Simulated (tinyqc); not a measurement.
Inside a calculation. Method: plane-wave Kohn-Sham cycle with exchange-only LDA in a layered model solid. Computed by tinyqc, a small Python program that keeps every step. Settings: points = 16, plane-wave index or count = 2, electrons = 4, k points = 3, area = 22.0, mixing = 1.0, iteration cap = 55, Kerker q0 = 0.89. Command: `OMP_NUM_THREADS=1 python tinyqc.py 26175 26176 out.jsonl` (the two numbers bound the seeds that draw the settings). One thread of a shared host (Intel(R) Xeon(R) Processor @ 2.60GHz), about 0.01 s of CPU time with the checks. Later iterations appear only in the table of the cycle.

## Iteration 1: potential

A solid whose potential varies along x alone (atomic units):
```
parameter                      value
period a                    7.300000
cross-section of the cell  22.000000
electrons per cell                 4
grid points                       16
plane waves -n..n, n               2
k points                           3
V1 in V1 cos(2 pi x/a)     -0.570000
V2 in V2 cos(4 pi x/a)     -0.170000
```

density at the start, on the grid x_j = j a/N (e/bohr^3): 0.02490660  0.02490660  0.02490660  0.02490660  0.02490660  0.02490660  0.02490660  0.02490660  0.02490660  0.02490660  0.02490660  0.02490660  0.02490660  0.02490660  0.02490660  0.02490660

V_H(G) = 4 pi rho(G)/G^2 for G != 0 (uniform background); v_x = -(3 rho/pi)^(1/3); V = V_ext + V_H + v_x; Fourier components f(G_m) = (1/N) sum_j f(x_j) exp(-i G_m x_j).

Potentials on the grid (hartree):
```
x             V_ext       V_H        v_x          V
0.000000  -0.740000  0.000000  -0.287582  -1.027582
0.456250  -0.646819  0.000000  -0.287582  -0.934402
0.912500  -0.403051  0.000000  -0.287582  -0.690633
1.368750  -0.097921  0.000000  -0.287582  -0.385504
1.825000   0.170000  0.000000  -0.287582  -0.117582
2.281250   0.338338  0.000000  -0.287582   0.050756
2.737500   0.403051  0.000000  -0.287582   0.115469
3.193750   0.406403  0.000000  -0.287582   0.118821
3.650000   0.400000  0.000000  -0.287582   0.112418
4.106250   0.406403  0.000000  -0.287582   0.118821
4.562500   0.403051  0.000000  -0.287582   0.115469
5.018750   0.338338  0.000000  -0.287582   0.050756
5.475000   0.170000  0.000000  -0.287582  -0.117582
5.931250  -0.097921  0.000000  -0.287582  -0.385504
6.387500  -0.403051  0.000000  -0.287582  -0.690633
6.843750  -0.646819  0.000000  -0.287582  -0.934402
```

V(G_m), m = 0, 1, 2, ... (hartree): -0.287582  -0.285000  -0.085000  0.000000  0.000000

## Iteration 1: Hamiltonian at one k

k = 0.000000 2 pi / a

H(m,m') = (k + G_m)^2/2 delta + V(G_m - G_m'), with V(-G) = V(G).

H (hartree), lower triangle:
```
           -2         -1         +0         +1        +2
-2   1.194062
-1  -0.285000   0.082829
+0  -0.085000  -0.285000  -0.287582
+1   0.000000  -0.085000  -0.285000   0.082829
+2   0.000000   0.000000  -0.085000  -0.285000  1.194062
```

## Iteration 1: levels at that k

Diagonalise the Hermitian matrix.

eigenvalues (hartree): -0.611301  0.093993  0.256548  1.259062  1.267899

## Iteration 1: new density

Motion across x is left out: the lowest 2 band(s) hold two electrons at each of the k points (j + 1/2)/nk - 1/2. Residual R = rho(out) - rho(in); rho(new) = rho(in) + 1 R, with R(G) scaled by G^2/(G^2 + 0.89^2) (Kerker). rho(out) = 2/(a A nk) sum |psi|^2 with psi = sum c exp(i G x). Harris energy E = band energy - dV sum rho (V_H/2 + v_x) + (3/4) dV sum rho v_x with rho(in), dV = a A/N, band energy = (2/nk) sum of the filled levels.

rho(out) (e/bohr^3): 0.04210455  0.04235411  0.04102717  0.03509767  0.02532078  0.01572939  0.00939149  0.00644523  0.00566938  0.00644523  0.00939149  0.01572939  0.02532078  0.03509767  0.04102717  0.04235411

density after iteration 1 (e/bohr^3): 0.03200891  0.03285735  0.03343741  0.03077415  0.02518853  0.01983907  0.01694332  0.01615584  0.01610537  0.01615584  0.01694332  0.01983907  0.02518853  0.03077415  0.03343741  0.03285735

energy per cell = -0.83953985 hartree

## Iteration 2: potential

As before.

Potentials on the grid (hartree):
```
x             V_ext        V_H        v_x          V
0.000000  -0.740000   0.160164  -0.312666  -0.892503
0.456250  -0.646819   0.150663  -0.315405  -0.811561
0.912500  -0.403051   0.120409  -0.317250  -0.599892
1.368750  -0.097921   0.068591  -0.308593  -0.337923
1.825000   0.170000   0.002098  -0.288663  -0.116565
2.281250   0.338338  -0.065198  -0.266582   0.006557
2.737500   0.403051  -0.119807  -0.252924   0.030320
3.193750   0.406403  -0.154055  -0.248943   0.003405
3.650000   0.400000  -0.165563  -0.248684  -0.014247
4.106250   0.406403  -0.154055  -0.248943   0.003405
4.562500   0.403051  -0.119807  -0.252924   0.030320
5.018750   0.338338  -0.065198  -0.266582   0.006557
5.475000   0.170000   0.002098  -0.288663  -0.116565
5.931250  -0.097921   0.068591  -0.308593  -0.337923
6.387500  -0.403051   0.120409  -0.317250  -0.599892
6.843750  -0.646819   0.150663  -0.315405  -0.811561
```

V(G_m), m = 0, 1, 2, ... (hartree): -0.284879  -0.221189  -0.084244  0.001610  -0.000046

## Iteration 2: Hamiltonian at one k

k = 0.000000 2 pi / a

As before.

H (hartree), lower triangle:
```
           -2         -1         +0         +1        +2
-2   1.196765
-1  -0.221189   0.085532
+0  -0.084244  -0.221189  -0.284879
+1   0.001610  -0.084244  -0.221189   0.085532
+2  -0.000046   0.001610  -0.084244  -0.221189  1.196765
```

## Iteration 2: levels at that k

As before.

eigenvalues (hartree): -0.514119  0.123526  0.188755  1.238493  1.243061

## Iteration 2: new density

As before.

rho(out) (e/bohr^3): 0.04031392  0.03986590  0.03761328  0.03234110  0.02480132  0.01749076  0.01243687  0.00992864  0.00923594  0.00992864  0.01243687  0.01749076  0.02480132  0.03234110  0.03761328  0.03986590

density after iteration 2 (e/bohr^3): 0.03656373  0.03647761  0.03517029  0.03113736  0.02490750  0.01885930  0.01490057  0.01315213  0.01273235  0.01315213  0.01490057  0.01885930  0.02490750  0.03113736  0.03517029  0.03647761

energy per cell = -0.69990802 hartree

## Convergence

Stop when sqrt(dV sum R^2) is below 1e-8, dV = a A/N.

Course of the cycle:
```
iteration  E (hartree)  norm of the residual
1          -0.83953985              1.83e-01
2          -0.69990802              6.21e-02
3          -0.68435875              2.06e-02
4          -0.68269674              6.79e-03
5          -0.68251895              2.22e-03
6          -0.68250000              7.25e-04
7          -0.68249798              2.36e-04
8          -0.68249777              7.69e-05
9          -0.68249775              2.50e-05
10         -0.68249775              8.13e-06
11         -0.68249775              2.64e-06
12         -0.68249775              8.58e-07
13         -0.68249775              2.79e-07
14         -0.68249775              9.05e-08
15         -0.68249775              2.94e-08
16         -0.68249775              9.54e-09
```

Converged in 16 iterations. Before convergence this energy mixes input and output and is not variational, so it may rise towards its limit.
